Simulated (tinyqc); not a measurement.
## Impurity strength from the transmission

Problem. An infinite chain has hopping -t with t = 1.61 eV and site energy 0; E = -2 t cos(k) with E = -1.59 eV. One site has the energy u > 0, so T(E) = 1/[1 + u^2/(4 t^2 sin^2 k)]. Find sin^2 k and u.

T(E) = 0.41273643

Solution. sin^2 k = 1 - (E/2t)^2, and u = 2 t |sin k| sqrt(1/T(E) - 1).

sin^2 k = 0.756
u = 3.34 eV

tinyqc, about 0.02 s, one thread, Intel Xeon 2.30GHz (shared host): `OMP_NUM_THREADS=1 python tinyqc.py 2660127 2660128 out.jsonl`
